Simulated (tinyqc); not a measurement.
# Metal-interlayer-semiconductor contact, depinning against tunnelling resistance: two studies

Zero bias, n-type semiconductor. Gap states at the semiconductor surface thin out as exp(-be ti), which unpins the barrier; electrons must then cross the interlayer (a rectangular barrier, no voltage drop across it) and the parabolic depleted layer, both by WKB. Energies E are counted from the Fermi level; no image force, parabolic bands.

Values chosen for this exercise; semiconductor values close to those of gallium arsenide; interlayer mass of the order of that in aluminium oxide, offset chosen freely: temperature T = 300 K; band gap Eg = 1.39 eV; relative permittivity eps_r = 12.6; electron affinity chi = 3.96 eV; conduction-band density of states at T Nc = 4.4e17 cm^-3; tunnelling mass in the semiconductor mt = 0.0649 m0; Richardson mass mA = 0.0647 m0; donor density Nd = 2.6e18 cm^-3; charge-neutrality level above the valence band E0 = 0.5 eV; pinning factor without interlayer S0 = 0.1; metal work function phiM = 4.28 eV; interlayer thickness ti = 1.3 nm; conduction-band offset of the interlayer above the semiconductor dE = 2.43 eV; tunnelling mass in the interlayer mi = 0.34 m0; decay constant of gap states through the interlayer be = 3.3 1/nm.

Constants: q = 1.602176634e-19 C, kB = 1.380649e-23 J/K, eps0 = 8.8541878128e-12 F/m, hbar = 1.054571817e-34 J s, h = 6.62607015e-34 J s, m0 = 9.1093837015e-31 kg, Vt = kB T/q, hbar^2/(2 m0) = 0.0380998212 eV nm^2. Results are converted to the units shown.

Each table varies one quantity; the others keep the values above.

## Contact resistivity against the interlayer thickness

S = 1/(1 + (1/S0 - 1) exp(-be ti)); phiB = S (phiM - chi) + (1 - S)(Eg - E0); xi = Ec - EF deep inside, from Nd = Nc F(-xi/Vt), F(x) = (2/sqrt(pi)) int_0^infinity sqrt(u) du/(1 + exp(u - x)); band bending U = phiB - xi; E00 = (hbar/2) sqrt(Nd/(eps0 eps_r mt m0)) in volts; A = 4 pi q mA m0 kB^2/h^3. With U = phiB - xi: for xi < E < phiB, y = (E - xi)/U and G1 = (U/E00) [sqrt(1 - y) - y ln((1 + sqrt(1 - y))/sqrt(y))], G1 = 0 above phiB; G2 = 2 ti sqrt(mi max(phiB + dE - E, 0)/C), C = hbar^2/(2 m0); f = 1/(1 + exp(E/Vt)); 1/rho_c = (A T^2/Vt^2) times the integral of exp(-G1 - G2) f over E from xi upwards. Shares under 0.001 % are printed as 0; rows without band bending are left out.

The same in every row: E00/Vt = 1.28.

Contact resistivity against the interlayer thickness:
```
ti (nm),S,phiB (eV),rho_c (ohm cm^2),rho_c with G2 = 0 (ohm cm^2),peak of the integrand (eV),share above phiB (%)
0,0.100,0.833,2.37,2.37,0.153,0
0.2,0.177,0.789,6.34,0.790,0.146,0
0.4,0.294,0.723,9.33,0.150,0.133,0
0.6,0.446,0.636,7.99,0.0175,0.116,0.00174
0.8,0.609,0.543,5.69,0.00179,0.0972,0.00706
1,0.751,0.462,5.39,2.54e-4,0.0825,0.0240
1.2,0.854,0.403,8.86,6.28e-5,0.0729,0.0595
1.4,0.919,0.366,24.8,2.62e-5,0.0676,0.110
1.6,0.956,0.345,102,1.59e-5,0.0651,0.162
```

As ti goes from 0 to 1.6, phiB falls from 0.833 to 0.345 eV and rho_c moves up and down between 2.37 and 102 ohm cm^2. No thickness listed beats the bare contact: tunnelling through the layer costs more than the change of the barrier gains. The ratio of rho_c to its value with G2 = 0 runs from 1.00 to 6.42e6.

## Contact resistivity against the donor density

Same model as above.

The same in every row: S = 0.890; phiB (eV) = 0.383.

Results:
```
Nd (cm^-3),E00/Vt,rho_c (ohm cm^2),rho_c with G2 = 0 (ohm cm^2),peak of the integrand (eV),share above phiB (%)
1.5e16,0.0973,9.26e3,0.0521,0.380,55.3
3.7e16,0.153,7.07e3,0.0388,0.376,42.2
2.4e17,0.389,2.23e3,0.0108,0.337,13.3
6.2e17,0.625,622,0.00255,0.270,3.71
1.6e18,1.00,65.6,2.06e-4,0.141,0.392
4.1e18,1.61,3.06,7.61e-6,0.0333,0.0183
1e19,2.51,0.214,4.64e-7,-0.00237,0.00128
2.6e19,4.05,0.0267,5.06e-8,-0.0258,0
```

Estimate the missing row, Nd = 9.6e16 cm^-3.

Computed row:
```
Nd (cm^-3),E00/Vt,rho_c (ohm cm^2),rho_c with G2 = 0 (ohm cm^2),peak of the integrand (eV),share above phiB (%)
9.6e16,0.246,4.52e3,0.0237,0.365,27.0
```

With this row back in the table: As Nd goes from 1.5e16 to 2.6e19, phiB stays at 0.383 eV and rho_c falls from 9260 to 0.0267 ohm cm^2. rho_c goes as Nd^(-0.30) between the first two rows and Nd^(-2.18) between the last two, while E00/Vt goes from 0.0973 to 4.05 and the share above the barrier from 55.3 to 0 %. The ratio of rho_c to its value with G2 = 0 runs from 1.78e5 to 5.27e5. For Nd = 1e19, 2.6e19 the Fermi level lies deep in the band, where non-parabolicity matters.

Range of the model: The depletion charge would drop about 0.11 V across such an interlayer (eps_r near 9) at ti = 1.3 nm and Nd = 2.6e18 cm^-3, against a band bending of 0.48 V; this model leaves that drop out.

Program tinyqc, `OMP_NUM_THREADS=1 python tinyqc.py 2270126 2270127 out.jsonl`; Intel Xeon 2.30GHz, shared host, one thread, about 0.03 s.
